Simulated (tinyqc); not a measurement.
Electromigration in a confined line: Blech product, Korhonen stress evolution and Black's law. Which input was changed? Computed by tinyqc, a small Python program. Command: `OMP_NUM_THREADS=1 python tinyqc.py 3018537 3018538 out.jsonl emigr which`. One thread of a shared host (Intel(R) Xeon(R) Processor @ 2.30GHz), about 0.04 s of CPU time with the checks.

The electron wind pushes atoms from the cathode (x = 0) to the anode (x = L); blocking ends build a back stress (tension positive). The input rho is taken not to change with temperature. d sigma/dt = d/dx [kappa (d sigma/dx + G)], with zero flux at both ends and sigma = sigma_0 at t = 0.

Inputs (values chosen for the exercise, close to those used for copper lines):
```
quantity,value,unit
resistivity rho,3.65,micro-ohm cm
atomic volume Omega,11.8,angstrom^3
effective charge number Z*,1.7,-
prefactor D0,2.3e-08,m^2/s
activation energy E,0.837,eV
effective modulus B,18,GPa
critical stress sigma_c,120,MPa
initial stress sigma_0,31,MPa
current density j,3.5,MA/cm^2
line length L,29,um
test temperature T,280,C
use temperature T_u,105,C
use current density j_u,1.2,MA/cm^2
current exponent n,1.5,-
```

Start: thermal stress.

Constants: e = 1.602176634e-19 C; k_B = 8.617333262e-05 eV/K; k_B = 1.380649e-23 J/K.

Method:
- G = Z* e rho j/Omega; D = D0 exp(-E/(k_B T)); kappa = D B Omega/(k_B T); drift velocity of an unconfined line v = D Z* e rho j/(k_B T). SI: 1 micro-ohm cm = 1e-8 ohm m, 1 MA/cm^2 = 1e10 A/m^2.
- Temperatures in kelvin are T(C) + 273.15.
- At steady state sigma(x) = sigma_0 + G (L/2 - x). A void forms only if the cathode stress reaches sigma_c, that is if j L exceeds (j L)_c = 2 Omega (sigma_c - sigma_0)/(Z* e rho). Time scale tau = L^2/kappa.
- Median life t50 = A j^(-n) exp(E/(k_B T)); acceleration factor = t50(use)/t50(test) = (j/j_u)^n exp[(E/k_B)(1/T_u - 1/T)].

Problem. One of these inputs alone was changed, within the range given: resistivity rho (1.825 to 7.3); activation energy E (0.5 to 1.674); effective modulus B (9 to 36); current density j (1.75 to 7). Which one, and to what value?

Results:
```
run,tau (h),acceleration factor,drift velocity (nm/h)
before,15.434,16844.7,89.26356
after,1091.518,120890.6,1.26221
```

Solution.

Each candidate set to reproduce tau, and what it then gives:
```
candidate,range searched,value needed,acceleration factor,drift velocity (nm/h)
resistivity rho (micro-ohm cm),1.825 to 7.3,no effect,-,-
activation energy E (eV),0.5 to 1.674,1.040,1.2089e+05,1.2622
effective modulus B (GPa),9 to 36,out of reach,-,-
current density j (MA/cm^2),1.75 to 7,no effect,-,-
```

Only activation energy E fits every result: it went from 0.837 to 1.04 eV. No other candidate reaches the first result within its range.
